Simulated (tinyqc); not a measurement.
Potential-pH (Pourbaix) lines of a metal, its cation, its oxide and an oxyanion, with a complexing ligand: one step, computed by the program tinyqc. Command: `OMP_NUM_THREADS=1 python tinyqc.py 3011685 3011686 out.jsonl pourb walk`. One thread of a shared host (Intel(R) Xeon(R) Processor @ 2.30GHz), about 0.02 s of CPU time with the checks.

Potentials are against the standard hydrogen electrode; solids and water have unit activity; dG_f of M, H+ and the electron is zero; F = e N_A and s = R T ln(10)/F. The cation carries z = 2.

Problem. Mixed potential with oxygen reduction. Anodic i = i0a 10^((E - E_a)/b_a) with E_a the cation line with ligand; cathodic i = i0c 10^((E_c - E)/b_c) with E_c the oxygen line; supply caps the cathodic current, 1/i_c = 1/i(Tafel) + 1/i_L. E_corr makes the two currents equal. Without the cap it would be [b_c E_a + b_a E_c + b_a b_c log10(i0c/i0a)]/(b_a + b_c). Rate = i V_m/(z F). Films are left out.

Inputs (values chosen for the exercise, for a model metal): temperature T = 298.15 K; limiting current density i_L = 0.0022 A/cm^2; molar volume V_m = 9.16 cm^3/mol.

Species: M, M2+, MO, MO2(2-).

exchange current densities, metal and cathodic (A/cm^2): [1.9e-06, 1.1e-10]

Tafel slopes, anodic and cathodic (mV/decade): [60, 120]

cation line with ligand = -1.309341 V

oxygen line = 0.4598199 V

Constants: e = 1.602176634e-19 C; N_A = 6.02214076e+23 1/mol.

Give: E_corr without the cap; corrosion potential E_corr; corrosion current density; i/i_L; etch rate.

Solution.

E_corr without the cap = -0.8891 V

corrosion potential E_corr = -1.126 V

corrosion current density = 0.002200 A/cm^2

i/i_L = 1.0000

etch rate = 62.66 nm/min

The current sits at the supply limit: stirring or more oxidant, not the ligand, sets the rate. Caution: other oxidation states, hydroxides and hydrides are left out, and the lines say nothing of rates. Caution: E_corr lies below the hydrogen line, so hydrogen evolution, left out here, adds cathodic current.
